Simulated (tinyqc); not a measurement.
Inside a calculation. Method: coherent transport through a tight-binding region between two chains. Computed by tinyqc, a small Python program that keeps every step. Settings: temperature = 300, mu = 0.0. Command: `OMP_NUM_THREADS=1 python tinyqc.py 26619 26620 out.jsonl` (the two numbers bound the seeds that draw the settings). One thread of a shared host (Intel(R) Xeon(R) Processor @ 2.60GHz), about 0.1 s of CPU time with the checks.

## Transmission at E = -0.66 eV

H of the central region (eV):
```
           1          2
1   0.000000  -2.430000
2  -2.430000   0.000000
```

Leads: semi-infinite chains with site energy 0:
```
parameter                           value
lead hopping t (eV)              2.110000
coupling to the left lead (eV)   0.210000
coupling to the right lead (eV)  0.590000
left contact site                       1
right contact site                      2
```

E = -0.660000 eV

Surface Green function g = (E - i sqrt(4 t^2 - E^2)) / (2 t^2); self-energy tc^2 g on each contact site; G = (E - H - Sigma)^(-1); Gamma = -2 Im Sigma; T = Gamma_L Gamma_R |G_LR|^2; local density of states -Im G_ii / pi.

g = -0.074122-0.468101i 1/eV

G (1/eV):
```
                    1                   2
1  0.114778-0.032181i  0.442269-0.009672i
2  0.442269-0.009672i  0.119445-0.006371i
```

local density of states (1/eV): 0.010244  0.002028

transmission = 0.002633

## Transmission across the band

The same steps on a grid of energies.

T(E):
```
E (eV)              T
-4.00900000  0.000089
-3.60810000  0.000510
-3.20720000  0.002208
-2.80630000  0.016319
-2.40540000  0.201232
-2.00450000  0.014422
-1.60360000  0.005821
-1.20270000  0.003646
-0.80180000  0.002799
-0.40090000  0.002437
0.00000000   0.002333
0.40090000   0.002437
0.80180000   0.002799
1.20270000   0.003646
1.60360000   0.005821
2.00450000   0.014422
2.40540000   0.201232
2.80630000   0.016319
3.20720000   0.002208
3.60810000   0.000510
4.00900000   0.000089
```

levels of the isolated region (eV): -2.430000  2.430000

## Current

I = (2e/h) int T(E) [f(E - mu - V/2) - f(E - mu + V/2)] dE at 300 K with mu = 0 eV, the bias not changing H; 2e^2/h = 77.48092 microsiemens; the integral runs over the band on 4001 points.

Current:
```
V (volt)  I (microampere)
0.010000         0.001809
0.050000         0.009044
0.100000         0.018091
0.200000         0.036206
0.400000         0.072607
0.800000         0.146804
```
